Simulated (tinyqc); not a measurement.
Read current of a NAND string, cells in series solved by shooting: one step of the calculation.

Cells in series, numbered from 0 at the source line (0 V) to the bit line, each followed by a gap resistance Rg. A cell with gate Vg, threshold VT, source Vs and drain Vd passes I = 2 nf K Vt^2 [F(Vs) - F(Vd)]/(1 + th max(Vg - VT, 0)), F(V) = ln^2(1 + exp((Vg - VT - nf V)/(2 nf Vt))). The selected cell has Vg = Vr, the others Vg = Vp.

Problem. Node voltages for a trial current. For a trial current I start at 0 V and, cell by cell (the selected one is cell 1), solve for the drain: sqrt(F(Vd)) = sqrt(F(Vs) - I/k), k = 2 nf K Vt^2/(1 + th max(Vg - VT, 0)), Vd = [Vg - VT - 2 nf Vt ln(exp(sqrt F) - 1)]/nf, then add I Rg.

Inputs (values chosen for the exercise); values of the order met in vertical NAND strings: temperature T = 300 K; gain factor of a cell K = 6.3 uA/V^2; slope factor nf = 1.8; mobility reduction factor th = 0.09 1/V; resistance of the gap between cells Rg = 18 kohm; bit-line voltage Vbl = 0.4 V; pass voltage Vp = 6 V; read voltage on the selected word line Vr = 2.02 V.

Constants: q = 1.602176634e-19 C, kB = 1.380649e-23 J/K, Vt = kB T/q. Results are converted to the units shown.

first trial current = 0.45 uA
thresholds from the source end, cell 0 to 4 (V): [-1.3, 0.4, -1.3, -1.3, 4.2]

Give: node voltage after each cell and gap, trial 1.

Solution.

node voltage after each cell and gap, trial 1, cell 0 to 4 (V): [0.024346, 0.086009, 0.11071, 0.13551, 0.19871]

Numbers from tinyqc (`OMP_NUM_THREADS=1 python tinyqc.py 2142106 2142107 out.jsonl`; about 0.5 s on one thread of a shared Intel Xeon 2.30GHz).
